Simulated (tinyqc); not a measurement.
Eight-band Kane k.p model with strain: one step. Levels and orbital character. Two cases, with inputs chosen for the exercise.

Question. Diagonalise H; the levels come in pairs. The weights are summed over spin and averaged over each pair.

Give: levels, each twofold; weights.

Case 1.

H(k) (eV), lower triangle (Hermitian):
```
,S+,X+,Y+,Z+,S-,X-,Y-,Z-
S+,3.010929
X+,0.446299i,-0.029179
Y+,-0.500725i,-0.024082+0.026667i,-0.016068
Z+,-0.598693i,-0.028793,0.032305,-0.210815
S-,0,0,0,0,3.010929
X-,0,0,0,-0.026667,0.446299i,-0.029179
Y-,0,0,0,-0.026667i,-0.500725i,-0.024082-0.026667i,-0.016068
Z-,0,0.026667,0.026667i,0,-0.598693i,-0.028793,0.032305,-0.210815
```

Answer.

levels, each twofold (eV): -0.3505  -0.1139  -0.0365  3.2558

weights:
```
,pair 1,pair 2,pair 3,pair 4
S,0.051,0.016,0.002,0.931
X,0.058,0.429,0.494,0.018
Y,0.068,0.423,0.486,0.023
Z,0.823,0.131,0.017,0.029
```

The conduction pair has 6.9 % valence character at this k; the valence pair with most S character is pair 1 (5.1 %).

Case 2.

H(k) (eV), lower triangle (Hermitian):
```
,S+,X+,Y+,Z+,S-,X-,Y-,Z-
S+,0.531603
X+,0.116835i,-0.187718
Y+,-0.197721i,-0.093965+0.126333i,-0.188124
Z+,0,0,0,-0.099640
S-,0,0,0,0,0.531603
X-,0,0,0,-0.126333,0.116835i,-0.187718
Y-,0,0,0,-0.126333i,-0.197721i,-0.093965-0.126333i,-0.188124
Z-,0,0.126333,0.126333i,0,0,0,0,-0.099640
```

Answer.

levels, each twofold (eV): -0.4473  -0.1028  -0.0032  0.6094

weights:
```
,pair 1,pair 2,pair 3,pair 4
S,0.015,0.056,0.036,0.893
X,0.365,0.426,0.176,0.033
Y,0.420,0.423,0.085,0.072
Z,0.199,0.094,0.704,0.003
```

The conduction pair has 10.7 % valence character at this k; the valence pair with most S character is pair 2 (5.6 %).

Computed by tinyqc, one run a case: `OMP_NUM_THREADS=1 python tinyqc.py N N+1 out.jsonl` with N = 1050665, 1050923; one thread of a shared Intel(R) Xeon(R) Processor @ 2.30GHz, about 0.08 s a run at most.
